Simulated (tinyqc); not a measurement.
Inside a calculation. Model: floating body of a partially depleted SOI transistor: body voltage and kink.

Numbers from tinyqc (`OMP_NUM_THREADS=1 python tinyqc.py 2182136 2182137 out.jsonl`; about 0.2 s on one thread of a shared Intel Xeon 2.30GHz). Printed values are rounded.

Source at 0 V. Channel current Ic = 2 nf K Vt^2 [F(0) - F(Vd)](1 + la Vd), F(V) = ln^2(1 + exp((Vg - VT - nf V)/(2 nf Vt))), VT = VT0 - gb Vb. Saturation voltage Vs = 2 Vt sqrt(F(0)) + 3 Vt, excess Ve = (Vd - Vs + sqrt((Vd - Vs)^2 + 0.0004 V^2))/2, multiplication M1 = Ai Ve exp(-Bl/Ve). Each junction passes D(v) = J1 (exp(v/Vt) - 1) + J2 (exp(v/(2 Vt)) - 1). Bipolar current Ib = bb J1 (exp(Vb/Vt) - 1). The body settles where M1 (Ic + Ib) = D(Vb) + D(Vb - Vd) + Vb/Rb; drain current Id = (1 + M1)(Ic + Ib) - D(Vb - Vd).

Inputs (values chosen for the exercise); values of the order met in partially depleted silicon-on-insulator transistors: temperature T = 358 K; threshold at zero body voltage VT0 = 0.37 V; fall of the threshold per volt of body voltage gb = 0.33; slope factor nf = 1.18; gain factor per width K = 500 uA/(V^2 um); channel-length modulation factor la = 0.03 1/V; impact-ionisation prefactor Ai = 2.1 1/V; impact-ionisation voltage Bl = 5.2 V; diffusion saturation current of each junction J1 = 1.5e-11 uA/um; recombination saturation current of each junction J2 = 2.4e-7 uA/um; gain of the lateral bipolar transistor on the diffusion current bb = 1; resistance of a weak body tie to the source (1e9 stands for no tie, and the term is then dropped) Rb = 5000 kohm um; gate voltage Vg = 0.82 V; drain voltage Vd = 2.4 V.

Constants: q = 1.602176634e-19 C, kB = 1.380649e-23 J/K, Vt = kB T/q. Results are converted to the units shown.

Range of the model: The multiplication law is an empirical form chosen for the exercise; self-heating and capacitive coupling to the body are left out, and the linear laws are rough once Vb passes about 0.7 V or M1 about 0.1.

## Starting value

Vb = 0.79 V.

Vb at the start = 0.79 V

## Iteration 1: new Vb

Current into the body I_in = M1 (Ic + Ib) - D(Vb - Vd), current out I_out = D(Vb) + Vb/Rb; f = ln(I_in/I_out), s = df/dVb by central differences over 1e-5 V, Vb(new) = Vb - f/s.

Ic = 114.7177 uA/um
Ve = 1.705217 V
M1 = 0.1696808
I_in = 19.80193 uA/um
I_out = 2.228574 uA/um
f = 2.184418
s = -28.77217 1/V
Vb after iteration 1 = 0.8659212 V

## Iteration 2: new Vb

As before.

Ic = 122.9480 uA/um
Ve = 1.683986 V
M1 = 0.1612483
I_in = 23.57206 uA/um
I_out = 23.70875 uA/um
f = -0.005781945
s = -26.75421 1/V
Vb after iteration 2 = 0.8657051 V

## Iteration 3: new Vb

As before.

Ic = 122.9242 uA/um
Ve = 1.684047 V
M1 = 0.1612720
I_in = 23.54552 uA/um
I_out = 23.54545 uA/um
f = 2.844136e-6
s = -26.78051 1/V
Vb after iteration 3 = 0.8657052 V

## Course of the iteration

Stop when the step is below 1e-10 V, or after 40 iterations.

Course of the iteration:

| iteration | Vb before the step (V) | step (V) |
|---|---|---|
| 1 | 0.79 | 0.0759 |
| 2 | 0.8659212 | -2.16e-4 |
| 3 | 0.8657051 | 1.06e-7 |
| 4 | 0.8657052 | 2.54e-14 |

Converged in 4 iterations.

## Drain current with floating and with grounded body

converged Vb = 0.8657052 V

Id and VT at the converged Vb, Id at Vb = 0, their ratio, and the bipolar share Ib/(Ic + Ib).

VT = 0.08431728 V
Id, floating = 169.5445 uA/um
Id, grounded = 58.53378 uA/um
ratio = 2.896523
bipolar share = 15.80472 %

The body rises to 0.866 V and lowers the threshold by 286 mV.
